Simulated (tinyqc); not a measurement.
Filling the band: three-level Kane dispersion of a narrow-gap semiconductor.

Zero of energy at Gamma8, c = hbar^2/2m0, P^2 = Ep c. The free-electron term and remote bands are left out, so the heavy holes are flat at E = 0 and the other three bands obey E (E - Eg)(E + Dso) = P^2 k^2 (E + 2 Dso/3). The conduction band is the highest root; its edge is Ec = max(Eg, 0).

Degenerate electrons at T = 0: kF = (3 pi^2 n)^(1/3), 1 cm^-3 = 1e-24 angstrom^-3; EF is the highest root at kF. The momentum (cyclotron, optical) mass is m(E) = hbar^2 k/(dE/dk) = c d(k^2)/dE with d(k^2)/dE = k^2 [1/E + 1/(E - Eg) + 1/(E + Dso) - 1/(E + 2 Dso/3)]; the density of states is k d(k^2)/dE/(2 pi^2).

Edge mass m0* = 3 |Eg|/(2 Ep).
Constants: hbar^2/2m0 = 3.80998211 eV angstrom^2.

Values chosen for the exercise (out of a larger set: near those of HgTe; not measured data): Eg = -0.31 eV (E(Gamma6) - E(Gamma8)); Dso = 1.07 eV (spin-orbit splitting); Ep = 17.9 eV (Kane energy).

n from 1e15 to 1e19 cm^-3. The last column is the local power d ln(EF - Ec)/d ln n = kF^2/(1.5 (EF - Ec) d(k^2)/dE).

Results:

| n (cm^-3) | kF (1/angstrom) | EF - Ec (meV) | parabolic (meV) | m(EF) | m(EF)/m0* | power |
|---|---|---|---|---|---|---|
| 1.0e+15 | 0.00309 | 1.4 | 1.4 | 0.0262 | 1.01 | 0.664 |
| 1.0e+16 | 0.00667 | 6.4 | 6.5 | 0.0269 | 1.04 | 0.655 |
| 3.0e+16 | 0.00961 | 13.1 | 13.6 | 0.0278 | 1.07 | 0.644 |
| 1.0e+17 | 0.01436 | 28.1 | 30.2 | 0.0300 | 1.15 | 0.623 |
| 3.0e+17 | 0.02071 | 54.8 | 62.9 | 0.0336 | 1.30 | 0.591 |
| 1.0e+18 | 0.03094 | 108.7 | 140.4 | 0.0409 | 1.57 | 0.547 |
| 3.0e+18 | 0.04462 | 193.5 | 292.0 | 0.0519 | 2.00 | 0.503 |
| 1.0e+19 | 0.06665 | 345.7 | 651.5 | 0.0708 | 2.72 | 0.461 |

The power falls from 0.664 to 0.461: 2/3 marks a parabola, 1/3 a linear band. The parabola is within 10 % up to n = 1.0e+17 cm^-3. The mass has doubled by n = 1.0e+19 cm^-3 and ends at 2.7 times its edge value.

Run: tinyqc, `OMP_NUM_THREADS=1 python tinyqc.py 1050912 1050913 out.jsonl`; Intel(R) Xeon(R) Processor @ 2.30GHz, one thread, shared host; about 0.01 s of CPU time with all checks.
